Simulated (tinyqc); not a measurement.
Stretching all distances: RHF, UHF, MP2, CISD and CCSD against full CI in the 6-31g basis, for H3+, spin multiplicity 1. Computed by the program tinyqc with PySCF. 

Geometry (angstrom):
```
atom       x       y        z
H     0.0000  0.0000   0.0000
H     0.0000  0.0000   0.8320
H     0.0000  0.0000  -0.8320
```

All coordinates are multiplied by the scale. c0^2 is the weight of the RHF determinant in the lowest singlet FCI state (UHF is spin-contaminated and may lie near states of higher spin) and n(LUMO) the first natural occupation beyond the occupied space.

Full CI energy (hartree) and errors against it (kcal/mol):
```
scale   distance 1-2 (angstrom)     E(FCI)      RHF      UHF      MP2    CISD    CCSD  <S^2> UHF    c0^2  n(LUMO)
0.9700                   0.8070  -1.254151  21.2691  21.2691   6.4232  0.0000  0.0000     0.0000  0.9743   0.0430
1.1000                   0.9152  -1.247182  22.3676  22.3676   6.8802  0.0000  0.0000     0.0000  0.9679   0.0533
1.2400                   1.0317  -1.229453  23.5848  23.5848   7.4037  0.0000  0.0000     0.0000  0.9596   0.0663
1.3800                   1.1482  -1.207391  25.0776  23.7617   8.0537  0.0000  0.0000     0.2257  0.9493   0.0820
1.5100                   1.2563  -1.186015  26.8122  22.3711   8.7978  0.0000  0.0000     0.3958  0.9375   0.0995
1.6400                   1.3645  -1.165250  28.9060  20.3110   9.6661  0.0000  0.0000     0.5264  0.9233   0.1196
1.7800                   1.4810  -1.144347  31.5485  17.8845  10.7058  0.0000  0.0000     0.6338  0.9054   0.1441
1.9100                   1.5891  -1.126569  34.3317  15.7240  11.7254  0.0000  0.0000     0.7103  0.8863   0.1689
2.0500                   1.7056  -1.109239  37.6399  13.6556  12.8262  0.0000  0.0000     0.7738  0.8637   0.1972
```

UHF parts from RHF first at scale 1.38 of those listed, where <S^2> leaves zero. The weight c0^2 goes from 0.97 to 0.86 and n(LUMO) from 0.04 to 0.20: static correlation grows as the bonds break into open-shell fragments. The spread of the error along the curve, which distorts its shape, is CISD 0.0, CCSD 0.0, MP2 6.4, UHF 10.1, RHF 16.4 kcal/mol. With two electrons CISD and CCSD are exact.
